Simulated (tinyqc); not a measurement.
Inside a calculation. Method: extended Hueckel theory, for H4. One step of it, computed by the program tinyqc.

Problem. Orbitals. Solve H C = S C e through S^(-1/2); fill by pairs from the bottom, a degenerate level sharing its electrons equally; each orbital has its largest coefficient positive (the first on a tie).

H (eV):
```
            1H 1s       2H 1s       3H 1s       4H 1s
1H 1s  -13.600000  -14.239134  -12.269294   -7.591837
2H 1s  -14.239134  -13.600000   -7.591837  -12.269294
3H 1s  -12.269294   -7.591837  -13.600000  -14.239134
4H 1s   -7.591837  -12.269294  -14.239134  -13.600000
```

overlap S:
```
          1H 1s     2H 1s     3H 1s     4H 1s
1H 1s  1.000000  0.523498  0.451077  0.279112
2H 1s  0.523498  1.000000  0.279112  0.451077
3H 1s  0.451077  0.279112  1.000000  0.523498
4H 1s  0.279112  0.451077  0.523498  1.000000
```

valence electrons = 4

Give: orbital energies; occupations; coefficients; sum of one-electron energies.

Solution.

orbital energies (eV): -21.1654  -10.0566  -6.2275  17.4579

occupations: 2.0000  2.0000  0.0000  0.0000

coefficients:
```
          MO1      MO2      MO3      MO4
1H 1s  0.3331   0.5614   0.6209   0.9060
2H 1s  0.3331   0.5614  -0.6209  -0.9060
3H 1s  0.3331  -0.5614   0.6209  -0.9060
4H 1s  0.3331  -0.5614  -0.6209   0.9060
```

sum of one-electron energies = -62.4441 eV
